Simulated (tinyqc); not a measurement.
# Undoped symmetric double-gate MOSFET, analytic potential model: output curve

An undoped body of thickness ts between two equal insulators and tied gates; long channel, electrons only, n = ni exp((psi - V)/Vt) with V the quasi-Fermi potential (0 at the source, Vd at the drain), constant mobility, no quantisation. Across the body psi(x) = V - 2 Vt ln[(ts/(2 beta)) sqrt(q ni/(2 eps0 eps_r Vt)) cos(2 beta x/ts)], x from the centre. Q is the electron charge per area of the whole body.

ni = sqrt(Nc Nv) exp(-Eg/(2 Vt)), Eg in volts; r = eps_r tox/(eox ts); V0 = dphi + 2 Vt ln[(2/ts) sqrt(2 eps0 eps_r Vt/(q ni))]. beta (between 0 and pi/2) solves (Vg - V0 - V)/(2 Vt) = ln(beta) - ln(cos beta) + 2 r beta tan(beta). Q = 8 eps0 eps_r Vt beta tan(beta)/ts; I = mu (1/L)(4 eps0 eps_r/ts)(2 Vt)^2 [g(beta_s) - g(beta_d)] per width, g = beta tan(beta) - beta^2/2 + r beta^2 tan^2(beta), with beta_s at V = 0 and beta_d at V = Vd.

Inputs (values chosen for the exercise); material values close to those of silicon: temperature T = 400 K; band gap Eg = 1.1 eV; relative permittivity of the semiconductor eps_r = 11.5; conduction-band density of states at T Nc = 4.23e19 cm^-3; valence-band density of states at T Nv = 4.06e19 cm^-3; relative permittivity of the gate insulator eox = 7.37; insulator thickness tox = 3.1 nm; body thickness ts = 10 nm; gate work function less that of the intrinsic body dphi = -0.14 V; channel mobility mu = 130 cm^2/(V s); gate length L = 0.2 um; gate voltage Vg = 0.6 V.

Constants: q = 1.602176634e-19 C, kB = 1.380649e-23 J/K, Vt = kB T/q, eps0 = 8.8541878128e-14 F/cm where lengths are in cm. Results are converted to the units shown.

Output curve:
```
Vd (V)  Qd (nC/cm^2)     Qd/Qs  I (uA/um)
0.06           710.0    0.7878      31.39
0.11           558.9    0.6202      51.98
0.16           417.4    0.4632      67.82
0.22           264.7    0.2938      81.05
0.27           157.5    0.1747      87.85
0.32           76.17   0.08452      91.57
0.38           21.90   0.02430      93.32
0.43           5.948  0.006600      93.73
0.48           1.454  0.001613      93.83
```

Read the table: what changes, and by how much?

The current rises from 31.4 to 93.8 uA/um, while the charge at the drain end falls from 0.79 to 0.0016 of that at the source. The current first comes within 1 % of its last value at Vd = 0.38 V among the rows. Over the last rows Qd falls by a factor of e for each Vt of drain voltage: the drain end is in weak inversion. In every row the surface density at the source passes 0.3 Nc, where Boltzmann statistics fail.

Computed by the program tinyqc: `OMP_NUM_THREADS=1 python tinyqc.py 2440048 2440049 out.jsonl`, one thread of a shared Intel Xeon 2.30GHz, about 0.01 s for the whole run.
